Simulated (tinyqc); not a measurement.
# Changing the dielectric constant eps

Model: effective-mass impurity with a central-cell term, in a basis of Slater functions. Computed by tinyqc, a small Python program. Command: `OMP_NUM_THREADS=1 python tinyqc.py 3014259 3014260 out.jsonl centralcell sweep`. One thread of a shared host (Intel(R) Xeon(R) Processor @ 2.30GHz), about 0.02 s of CPU time with the checks.

The envelope obeys H = -nabla^2 - (2/r) [Z + A exp(-kappa r)] in effective units, with kappa = a*/lambda; positive A deepens the well near the core.

Inputs (values chosen for the exercise, with mass and screening modelled on GaP):
```
quantity                   value      unit
effective mass m           0.495       m_0
charge Z of the core           1         -
central-cell strength A      5.5         -
central-cell range lambda   0.98  angstrom
```

Impurity: donor, one isotropic band.

Constants: Ry = 13.605693123 eV; a_0 = 0.529177210903 angstrom.

Method:
- Units: Ry* = Ry m/eps^2 and a* = a_0 eps/m, with m in m_0.
- kappa = a*/lambda; the hydrogenic ground state is bound by Z^2 Ry*.
- For s functions exp(-zeta r), with s = zeta_i + zeta_j: S = 2/s^3, T = zeta_i zeta_j S, V = -2 Z/s^2, W = -2 A/(s + kappa)^2; each function is normalised by dividing by sqrt(S_ii S_jj).
- Large basis: zeta_i = 0.06 x 1.6^(i-1), i = 1..22, same formulas; for p functions r exp(-zeta r): S = 24/s^5, T = zeta_i zeta_j S (centrifugal term included), V = -12 Z/s^4, W = -12 A/(s + kappa)^4; overlap eigenvalues below 1e-11 are dropped.
- Binding energies are -E Ry*; the effective quantum number is nu = Z/sqrt(-E); |psi(0)|^2 is given relative to the hydrogenic Z^3/(pi a*^3).

One run for each value; columns: (1) dielectric constant eps; (2) 1s binding energy (meV); (3) hydrogenic binding energy (meV); (4) 2p binding energy (meV); (5) a* (angstrom):
```
(1)      (2)     (3)     (4)     (5)
6.7   685.67  150.03  37.604   7.163
7.8   356.29  110.70  27.715   8.339
9.1   187.80   81.33  20.349   9.728
11.0   93.63   55.66  13.920  11.759
12.0   70.78   46.77  11.696  12.829
15.0   37.79   29.93   7.484  16.036
17.0   27.65   23.30   5.826  18.174
20.0   18.90   16.84   4.209  21.381
```

Describe and explain the trends.

Over the rows, 1s binding energy (meV) falls from 686 to 18.9 (exponent d ln y / d ln x -4.3 between the first rows and -2.3 between the last); hydrogenic binding energy (meV) falls from 150 to 16.8 (exponent d ln y / d ln x about -2.0 throughout); 2p binding energy (meV) falls from 37.6 to 4.21 (exponent d ln y / d ln x about -2.0 throughout). The exponent of 2p binding energy stays between -2.01 and -2.00, near -2: a hydrogenic level scales as m/eps^2. The exponent of a* stays at 1: a* = a_0 eps/m.

Caution (rows 6.70): the effective Bohr radius is only a few bond lengths, so the envelope approximation is rough. Caution (rows 6.70, 7.80, 9.10, 11.0, 12.0, 15.0, 17.0): the density at the core is many times hydrogenic, so the result hangs on the model potential inside one cell, where the envelope picture is weak. Caution (rows 6.70, 7.80): the level is several times deeper than hydrogenic: it draws on many bands and is no longer an effective-mass state.
